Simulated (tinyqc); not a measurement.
Thermal stress, cracking, delamination and buckling of a thin film; Griffith cracks and misfitting inclusions: one step, computed by the program tinyqc. Command: `OMP_NUM_THREADS=1 python tinyqc.py 3012183 3012184 out.jsonl filmcrack walk`. One thread of a shared host (Intel(R) Xeon(R) Processor @ 2.30GHz), about 0.01 s of CPU time with the checks.

Isotropic linear elasticity; the substrate is much thicker than the film; stress is positive in tension.

Problem. Griffith crack in the substrate. Through crack of length 2a in plane strain: K_Ic = sqrt(2 gamma_s E_s/(1 - nu_s^2)); fracture stress = K_Ic/sqrt(pi a). An edge crack of depth a has K larger by 1.1215.

Inputs (values chosen for the exercise, modelled on a tungsten film on silicon):
```
quantity,value,unit
substrate Young's modulus E_s,143,GPa
substrate Poisson ratio nu_s,0.21,-
flaw half length a,8.6,micrometre
substrate surface energy gamma_s,2,J/m^2
```

Give: toughness K_Ic; fracture stress, inner crack; fracture stress, edge crack.

Solution.

toughness K_Ic = 0.7736 MPa m^0.5

fracture stress, inner crack = 148.8 MPa

fracture stress, edge crack = 132.7 MPa

The inner crack lowers the strength to 1.0 % of the ideal E_s/10.
